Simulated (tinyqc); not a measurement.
From results back to parameters: quantum well in an electric field by finite differences.

Problem. For hard walls second order gives dE1 = -C m (e F)^2 L^4/(2c) with C = (15/pi^2 - 1)/(24 pi^2) and c = hbar^2/2m0; 1 kV/cm = 1e-5 eV/angstrom. The shift below was computed from a hidden field. The formula holds while e F L is small against E2 - E1 = 3 c pi^2/(m L^2).

Constants: hbar^2/2m0 = 3.80998211 eV angstrom^2.

Values chosen for the exercise (out of a larger set: near those of a strained Si well in SiGe; not measured data): Lh = 145 angstrom (width); mh = 0.918 m0 (mass).

|dE1| = 0.0421900 meV

Find: C; F; e F L/(E2 - E1).

Solution. F = sqrt(2c |dE1|/(C m L^4)). The last ratio is below 1, so second order is a fair guide.

C = 0.002195
F = 1.90 kV/cm
e F L/(E2 - E1) = 0.47

Program tinyqc; command `OMP_NUM_THREADS=1 python tinyqc.py 1282780 1282781 out.jsonl`; about 0.01 s on one thread of a shared Intel(R) Xeon(R) Processor @ 2.30GHz.
